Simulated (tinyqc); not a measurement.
## Delay unit and parasitic delay from two ring oscillators

Problem. A ring of 31 inverters oscillates at 1/(2 x 31 d), with stage delay d = tau (h + p) for fan-out h. Find tau, p and the delay at fan-out 4.

frequencies of 31-stage ring oscillators with fan-out 2 and 6 (GHz): [1.6152453, 0.71413218]

Solution. d is a straight line in h with slope tau and intercept tau p.

tau = 3.15 ps
p = 1.17
delay at fan-out 4 = 16.3 ps

tinyqc, about 0.01 s, one thread, Intel Xeon 2.30GHz (shared host): `OMP_NUM_THREADS=1 python tinyqc.py 2082010 2082011 out.jsonl`
